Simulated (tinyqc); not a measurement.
From results back to parameters: two-band massive Dirac model of the K valleys. Four cases, with inputs chosen for the exercise.

Problem. In the valley model H = [[D/2, a t (kx - i ky)], [a t (kx + i ky), -D/2 + lam sz]], sz = +/-1, a t is hbar v. The gaps of the two spins, A and B, are G = D - lam and D + lam, the band-edge mass of A is c (D - lam)/(a t)^2, c = hbar^2/2m0, and its Berry curvature at the edge is 2 (a t)^2/G^2 in size. The values below come from hidden D, lam and t.

Constants: hbar^2/2m0 = 3.80998211 eV angstrom^2.

Find: D, lam, t; |Omega| at the A edge.

Method. The mean of the gaps is D and half their difference lam; a t = sqrt(c G_A/m). The curvature 2 (a t)^2/G^2 equals 2c/(m G).

Case 1.

Values chosen (out of a larger set: near those used for monolayer MoS2; not measured data): a = 3.196 angstrom (lattice constant).

gaps (eV): A 1.4690, B 1.6310

mass of A = 0.414320 m0

Solution.

D, lam, t (eV): 1.550  0.081  1.150

|Omega| at the A edge = 12.520 angstrom^2

Case 2.

Values chosen (out of a larger set: near those used for monolayer MoS2; not measured data): a = 3.198 angstrom (lattice constant).

gaps (eV): A 1.5160, B 1.6640

mass of A = 0.532342 m0

Solution.

D, lam, t (eV): 1.590  0.074  1.030

|Omega| at the A edge = 9.442 angstrom^2

Case 3.

Values chosen (out of a larger set: near those used for monolayer WS2; not measured data): a = 3.188 angstrom (lattice constant).

gaps (eV): A 1.5990, B 2.0410

mass of A = 0.273660 m0

Solution.

D, lam, t (eV): 1.820  0.221  1.480

|Omega| at the A edge = 17.414 angstrom^2

Case 4.

Values chosen (out of a larger set: near those used for monolayer WSe2; not measured data): a = 3.316 angstrom (lattice constant).

gaps (eV): A 1.3410, B 1.8190

mass of A = 0.339431 m0

Solution.

D, lam, t (eV): 1.580  0.239  1.170

|Omega| at the A edge = 16.741 angstrom^2

Computed by tinyqc, one run a case: `OMP_NUM_THREADS=1 python tinyqc.py N N+1 out.jsonl` with N = 1481938, 1481979, 1482020, 1482027; one thread of a shared Intel(R) Xeon(R) Processor @ 2.30GHz, about 0.01 s a run at most.
